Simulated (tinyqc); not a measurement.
## Ballistic Schottky-barrier transistor with a one-dimensional channel, WKB contacts: ambipolar transfer curve

Source Fermi level 0, drain Fermi level -Vd. Far from the contacts Ec = pn - psi, and the gate moves psi one to one; the band edges relax as exp(-x/lam) from pn at the source and pn - Vd at the drain; Ev = Ec - Eg. A carrier of energy w inside the channel band meets at a contact a barrier of height D (the contact edge beyond the channel edge): T = 1 for w >= D, else exp(-S), S = 4 lam sqrt(m/C) [sqrt(D - w) - sqrt(w) arctan sqrt((D - w)/w)], C = hbar^2/(2 m0). The two contacts combine as Ts Td/(Ts + Td - Ts Td).

I = g (2 q^2/h) int T(w) [f(Es + w) - f(Ed + w)] dw, f(y) = 1/(1 + exp(y/Vt)). Electrons: Ds = psi, Dd = psi - Vd, Es = Ec, Ed = Ec + Vd. Holes: Ds = -psi, Dd = Vd - psi, Es = -Ev, Ed = -Ev - Vd. The size of each current is taken; both flow from drain to source and add. The integrals are converged. Swing = d(psi)/d(log10 I).

Values chosen for this exercise; channel values close to those of a carbon nanotube:
- T = 300 K (temperature)
- Eg = 0.759 eV (band gap)
- pn = 0.34 eV (barrier for electrons at both contacts)
- mn = 0.059 m0 (electron mass)
- mp = 0.058 m0 (hole mass)
- g = 2 (valleys or subbands)
- lam = 2.7 nm (screening length at the contacts)
- Vd = 0.5 V (drain bias)

Constants: q = 1.602176634e-19 C, kB = 1.380649e-23 J/K, hbar = 1.054571817e-34 J s, h = 6.62607015e-34 J s, m0 = 9.1093837015e-31 kg, Vt = kB T/q, hbar^2/(2 m0) = 0.0380998212 eV nm^2. Results are converted to the units shown.

Results:

| ps (V) | electrons (uA) | holes (uA) | I (uA) | swing (mV/decade) |
|---|---|---|---|---|
| -0.34 | 1.511e-11 | 2.566 | 2.566 | -516.6 |
| -0.19 | 5.002e-9 | 1.106 | 1.106 | -324.2 |
| -0.11 | 1.104e-7 | 0.5682 | 0.5682 | -235.7 |
| -0.04 | 1.656e-6 | 0.2530 | 0.2530 | -168.3 |
| 0.04 | 2.247e-5 | 0.06409 | 0.06411 | -108.5 |
| 0.11 | 1.224e-4 | 0.01132 | 0.01144 | -85.68 |
| 0.19 | 9.391e-4 | 0.001194 | 0.002133 | -549.7 |
| 0.26 | 0.006120 | 1.717e-4 | 0.006292 | 89.70 |
| 0.34 | 0.05085 | 2.057e-5 | 0.05087 | 93.97 |
| 0.41 | 0.2192 | 3.556e-6 | 0.2192 | 134.7 |
| 0.49 | 0.6571 | 4.962e-7 | 0.6571 | 210.1 |

Estimate the missing row, ps = -0.26 V.

Computed row:

| ps (V) | electrons (uA) | holes (uA) | I (uA) | swing (mV/decade) |
|---|---|---|---|---|
| -0.26 | 3.336e-10 | 1.720 | 1.720 | -410.0 |

With this row back in the table: I goes from 2.57 through a minimum of 0.00213 (at ps = 0.19 V among the rows listed) to 0.657 uA; the exact minimum lies at psi = 0.196 V. Holes carry the left branch and electrons the right. The ratio of the last row to the smallest is 308 and of the first row 1200, with barriers of 0.34 eV for electrons and 0.419 eV for holes. The steepest swing among the rows is 85.7 mV/decade, against the thermionic limit 59.5.

Range of the model: No scattering, image-force lowering, channel charge or band-to-band tunnelling; parabolic kappa overstates S deep in the gap.

tinyqc, about 0.07 s, one thread, Intel Xeon 2.30GHz (shared host): `OMP_NUM_THREADS=1 python tinyqc.py 2390139 2390140 out.jsonl`
